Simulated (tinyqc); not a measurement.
# Threshold-voltage variability of a planar MOSFET, analytic estimates: what changes with what

Three independent sources add in quadrature: random dopants in the depleted layer, metal-gate grains of two orientations, and roughness of the two gate edges acting through the roll-off VT = VT(long) - Vr exp(-L/l). These are first-order estimates: no three-dimensional electrostatics, no percolation.

Parameters, values chosen for the exercise; material values close to those of silicon:
```
symbol    value   unit                                                 meaning
T           400      K                                             temperature
Eg         1.12     eV                                                band gap
eps_r      11.5                     relative permittivity of the semiconductor
Nc      4.31e19  cm^-3                  conduction-band density of states at T
Nv      4.02e19  cm^-3                     valence-band density of states at T
Na       1.9e18  cm^-3                                          channel doping
ti          1.6     nm                 oxide-equivalent thickness in inversion
L            20     nm                                             gate length
W            58     nm                                              gate width
G             4     nm                                        metal grain size
dW          0.2     eV  work-function difference of the two grain orientations
p           0.3               share of the orientation of higher work function
De          1.3     nm                          rms roughness of one gate edge
La           30     nm                     correlation length of the roughness
l           3.5     nm                  decay length of the threshold roll-off
Vr          1.1      V                               prefactor of the roll-off
```

Constants: q = 1.602176634e-19 C, kB = 1.380649e-23 J/K, Vt = kB T/q, eps0 = 8.8541878128e-14 F/cm where lengths are in cm. Results are converted to the units shown.

Each table varies one quantity; the others keep the values above.

## Effect of the correlation length of the roughness

ni = sqrt(Nc Nv) exp(-Eg/(2 Vt)), Eg in volts; Cox = 3.9 eps0/ti; Wd = sqrt(4 eps0 eps_r Vt ln(Na/ni)/(q Na)); dopants: s1 = (q/Cox) sqrt(Na Wd/(3 L W)). Grains: Ng = L W/G^2 (at least 1), s2 = dW sqrt(p (1 - p)/Ng). Edges, with exponential correlation and u = W/La: the mean gate length has sL^2 = 2 De^2 (2/u)[1 - (1 - exp(-u))/u]; s3 = sL (Vr/l) exp(-L/l). s = sqrt(s1^2 + s2^2 + s3^2). l and Vr are held fixed.

The same in every row: s1 (mV) = 27.23; s2 (mV) = 10.76.

Results:

| La (nm) | s3 (mV) | s (mV) | s sqrt(L W) (mV um) |
|---|---|---|---|
| 2 | 0.4918 | 29.28 | 0.9973 |
| 5 | 0.7565 | 29.29 | 0.9975 |
| 10 | 1.018 | 29.29 | 0.9977 |
| 20 | 1.300 | 29.31 | 0.9981 |
| 80 | 1.701 | 29.33 | 0.9988 |
| 160 | 1.797 | 29.33 | 0.9990 |

Estimate the missing row, La = 40 nm.

Computed row:

| La (nm) | s3 (mV) | s (mV) | s sqrt(L W) (mV um) |
|---|---|---|---|
| 40 | 1.538 | 29.32 | 0.9985 |

With this row back in the table: As La goes from 2 to 160 nm, s stays near 29.3 mV. The dopants are the largest source in the first and the last row. The edge term s3 rises from 0.492 to 1.80 mV: a longer correlation averages out less along the width. In every row the depletion depth exceeds L, so source and drain share much of the charge and s1 is rough.

## Effect of the gate width

Same model as above.

l and Vr are held fixed.

Effect of the gate width:

| W (nm) | s1 (mV) | s2 (mV) | s3 (mV) | s (mV) | s sqrt(L W) (mV um) |
|---|---|---|---|---|---|
| 19 | 47.57 | 18.81 | 1.724 | 51.18 | 0.9977 |
| 31 | 37.24 | 14.72 | 1.627 | 40.08 | 0.9979 |
| 51 | 29.03 | 11.48 | 1.490 | 31.26 | 0.9983 |
| 83 | 22.76 | 8.998 | 1.318 | 24.51 | 0.9986 |
| 140 | 17.52 | 6.928 | 1.107 | 18.88 | 0.9988 |
| 220 | 13.98 | 5.527 | 0.9250 | 15.06 | 0.9990 |
| 360 | 10.93 | 4.320 | 0.7450 | 11.77 | 0.9991 |
| 580 | 8.610 | 3.404 | 0.5969 | 9.277 | 0.9992 |

What does the comparison show?

As W goes from 19 to 580 nm, s falls from 51.2 to 9.28 mV. The dopants are the largest source in the first and the last row. The product s sqrt(L W) stays near 0.999 mV um: s1 and s2 count independent dopants and grains, so they go as 1/sqrt(L W), and s3 is too small to matter. In every row the depletion depth exceeds L, so source and drain share much of the charge and s1 is rough.

tinyqc, about 0.01 s, one thread, Intel Xeon 2.30GHz (shared host): `OMP_NUM_THREADS=1 python tinyqc.py 2090048 2090049 out.jsonl`
